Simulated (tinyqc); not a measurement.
# Undoped gate-all-around wire MOSFET, analytic charge model: effects of single changes

An undoped round wire of radius R under an insulator shell and a surrounding gate; long channel, electrons only, n = ni exp((psi - V)/Vt) with V the quasi-Fermi potential (0 at the source, Vd at the drain), constant mobility, no quantisation. The radial Poisson equation gives n(r) = n(0)/(1 - (1 - b) r^2/R^2)^2 with b = Q0/(Q + Q0). Q is the electron charge per area of the wire surface.

Parameters, values chosen for the exercise; material values close to those of germanium: temperature T = 300 K; band gap Eg = 0.652 eV; relative permittivity of the semiconductor eps_r = 16.3; conduction-band density of states at T Nc = 1.02e19 cm^-3; valence-band density of states at T Nv = 5.91e18 cm^-3; relative permittivity of the gate insulator eox = 26.1; insulator thickness tox = 8.4 nm; wire radius R = 20 nm; gate work function less that of the intrinsic body dphi = -0.15 V; channel mobility mu = 690 cm^2/(V s); gate length L = 2 um; drain voltage Vd = 0.1 V.

Constants: q = 1.602176634e-19 C, kB = 1.380649e-23 J/K, Vt = kB T/q, eps0 = 8.8541878128e-14 F/cm where lengths are in cm. Results are converted to the units shown.

Each table varies one quantity; the others keep the values above.

## Output curve

ni = sqrt(Nc Nv) exp(-Eg/(2 Vt)), Eg in volts; Cox = eps0 eox/(R ln(1 + tox/R)); Q0 = 4 eps0 eps_r Vt/R; V0 = dphi + Vt ln[8 eps0 eps_r Vt/(q ni R^2)]. Q solves Vg - V0 - V = Q/Cox + Vt ln(Q/Q0) + Vt ln(1 + Q/Q0). I = mu (2 pi R/L)[2 Vt (Qs - Qd) + (Qs^2 - Qd^2)/(2 Cox) + Vt Q0 ln((Qd + Q0)/(Qs + Q0))], with Qs at V = 0 and Qd at V = Vd.

In this table Vg = 0.4 V.

Results:
```
Vd (V)  Qd (nC/cm^2)     Qd/Qs  I (uA)
0.06           458.1    0.7509   1.387
0.16           232.9    0.3819   2.869
0.21           141.1    0.2313   3.271
0.27           58.83   0.09645   3.524
0.32           19.24   0.03155   3.604
0.37           3.975  0.006516   3.625
0.42          0.6242  0.001023   3.629
0.47         0.09145  1.499e-4   3.630
```

Estimate the missing row, Vd = 0.11 V.

Computed row:
```
Vd (V)  Qd (nC/cm^2)   Qd/Qs  I (uA)
0.11           340.0  0.5574   2.250
```

With this row back in the table: The current rises from 1.39 to 3.63 uA, while the charge at the drain end falls from 0.75 to 1.5e-4 of that at the source. The current first comes within 1 % of its last value at Vd = 0.32 V among the rows. Over the last rows Qd falls by a factor of e for each Vt of drain voltage: the drain end is in weak inversion. In every row the surface density at the source passes 0.3 Nc, where Boltzmann statistics fail.

## Effect of the wire radius

I = mu (2 pi R/L)[2 Vt (Qs - Qd) + (Qs^2 - Qd^2)/(2 Cox) + Vt Q0 ln((Qd + Q0)/(Qs + Q0))], with Qs at V = 0 and Qd at V = Vd.  I(low) is taken at Vg = -0.15 V, Qs and I(high) at Vg = 0.6 V.

Result of one run:
```
R (nm)  V0 (V)  I(low) (nA)  Qs(high) (nC/cm^2)  I(high) (uA)
18      0.1087     0.003690                1181         4.040
```

What becomes of these results when the wire radius R is changed from 18 to 36 nm, all else the same?

Result of the changed run:
```
R (nm)   V0 (V)  I(low) (nA)  Qs(high) (nC/cm^2)  I(high) (uA)
36      0.07287      0.01476                1093         7.493
```

The whole series:
```
R (nm)   V0 (V)  I(low) (nA)  Qs(high) (nC/cm^2)  I(high) (uA)
6.7      0.1598     5.113e-4                1443         1.828
9.3      0.1429     9.851e-4                1331         2.347
13       0.1255     0.001925                1245         3.072
18       0.1087     0.003690                1181         4.040
26      0.08970     0.007699                1127         5.579
36      0.07287      0.01476                1093         7.493
50      0.05589      0.02847                1067         10.17
```

As R goes from 6.7 to 50 nm, I(low) rises from 5.11e-4 to 0.0285 nA and I(high) rises from 1.83 to 10.2 uA. On average I(low) goes as R^(2.00) and I(high) goes as R^(0.85). Below threshold the charge is proportional to the cross-section of the body; above it the insulator sets the charge. In every row the surface density at the source at the higher gate voltage passes 0.3 Nc, where Boltzmann statistics fail.

Program tinyqc, `OMP_NUM_THREADS=1 python tinyqc.py 2460123 2460124 out.jsonl`; Intel Xeon 2.30GHz, shared host, one thread, about 0.02 s.
